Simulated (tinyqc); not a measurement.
Worked calculation: geometry optimisation on the RHF/sto-3g surface (energies and gradients from PySCF), for BeH+, spin multiplicity 1. Computed by tinyqc, a small Python program that keeps every step (integrals from PySCF). Settings: charge = 1, multiplicity = 1, basis = sto-3g, optimiser = bfgs, first Hessian = 0.15, largest step = 0.5, iteration cap = 30. Command: `OMP_NUM_THREADS=1 python tinyqc.py 23617 23618 out.jsonl` (the two numbers bound the seeds that draw the settings). One thread of a shared host (Intel(R) Xeon(R) Processor @ 2.60GHz), about 0.4 s of CPU time with the checks.

## Step 1: energy and gradient

positions at the start (bohr):
```
            x         y         z
1Be  0.000000  0.000000  0.000000
2H   0.000000  0.000000  2.855376
```

Self-consistent energy and analytic gradient at these positions.

energy = -14.65383798 hartree

gradient (hartree/bohr):
```
              x           y            z
1Be  0.00000000  0.00000000  -0.05476003
2H   0.00000000  0.00000000   0.05476003
```

## Step 1: move

Quasi-Newton step p = -H^(-1) g (first H = 0.15 times the unit matrix); steps longer than 0.5 bohr are cut back (factor 0.968 here).

positions after step 1 (bohr):
```
            x         y         z
1Be  0.000000  0.000000  0.353553
2H   0.000000  0.000000  2.501823
```

## Step 2: energy and gradient

As before.

energy = -14.64781313 hartree

gradient (hartree/bohr):
```
              x           y            z
1Be  0.00000000  0.00000000   0.10882162
2H   0.00000000  0.00000000  -0.10882162
```

## Step 2: move

inverse Hessian in use (bohr^2/hartree), lower triangle:
```
          1         2         3         4         5         6
1  6.666667
2  0.000000  6.666667
3  0.000000  0.000000  4.413997
4  0.000000  0.000000  0.000000  6.666667
5  0.000000  0.000000  0.000000  0.000000  6.666667
6  0.000000  0.000000  2.252670  0.000000  0.000000  4.413997
```

Quasi-Newton step p = -H^(-1) g (the inverse Hessian comes from BFGS updates; coordinates in the order x, y, z of each atom); steps longer than 0.5 bohr are cut back.

positions after step 2 (bohr):
```
            x         y         z
1Be  0.000000  0.000000  0.118354
2H   0.000000  0.000000  2.737022
```

## Step 3: energy and gradient

As before.

energy = -14.66334418 hartree

gradient (hartree/bohr):
```
              x           y            z
1Be  0.00000000  0.00000000  -0.02293066
2H   0.00000000  0.00000000   0.02293066
```

## Step 3: move

inverse Hessian in use (bohr^2/hartree), lower triangle:
```
          1         2         3         4         5         6
1  6.666667
2  0.000000  6.666667
3  0.000000  0.000000  4.225914
4  0.000000  0.000000  0.000000  6.666667
5  0.000000  0.000000  0.000000  0.000000  6.666667
6  0.000000  0.000000  2.440753  0.000000  0.000000  4.225914
```

As before.

positions after step 3 (bohr):
```
            x         y         z
1Be  0.000000  0.000000  0.159289
2H   0.000000  0.000000  2.696087
```

## Convergence

Stop when the largest gradient component is below 3e-5 hartree/bohr. The inverse Hessian follows the BFGS update with s = step, y = change of gradient.

Course of the optimisation:
```
step   E (hartree)  largest gradient (hartree/bohr)
1     -14.65383798                         5.48e-02
2     -14.64781313                         1.09e-01
3     -14.66334418                         2.29e-02
4     -14.66461858                         7.79e-03
5     -14.66476369                         1.02e-03
6     -14.66476607                         3.78e-05
7     -14.66476607                         1.75e-07
```

Final distances (angstrom):
```
pair    distance
2H-1Be  1.322616
```

Converged in 7 steps.
